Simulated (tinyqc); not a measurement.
Worked calculation: CIS on RHF in the 3-21g basis, for H2, spin multiplicity 1. One step of it, computed by the program tinyqc.

Task: CIS matrix, triplets. A(ia,jb) = (e_a - e_i) d_ij d_ab - (ij|ab).

orbital energies (hartree): MO1 -0.496411, MO2 0.154940, MO3 1.130096, MO4 1.237636

Two-electron integrals over orbitals (pq|rs), unique and non-zero (hartree):
```
(11|11) 0.547077    (21|21) 0.124365    (22|11) 0.456582    (22|22) 0.426910
(31|11) 0.117766    (31|22) 0.076805    (31|31) 0.088030    (32|21) 0.029828
(32|32) 0.046231    (33|11) 0.514984    (33|22) 0.437371    (33|31) 0.123800
(33|33) 0.515368    (41|21) -0.077281   (41|32) -0.060628   (41|41) 0.096698
(42|11) -0.129304   (42|22) -0.080048   (42|31) -0.081587   (42|33) -0.131709
(42|42) 0.086335    (43|21) -0.141737   (43|32) -0.063475   (43|41) 0.124083
(43|43) 0.204333    (44|11) 0.548996    (44|22) 0.467835    (44|31) 0.157934
(44|33) 0.553084    (44|42) -0.157926   (44|44) 0.610852
```

Give: CIS matrix A, triplet.

Result:

CIS matrix A, triplet (hartree), order 1>2, 1>3, 1>4:
$$\begin{pmatrix}
0.1948 & 0.0000 & 0.1293 \\
0.0000 & 1.1115 & 0.0000 \\
0.1293 & 0.0000 & 1.1851
\end{pmatrix}$$
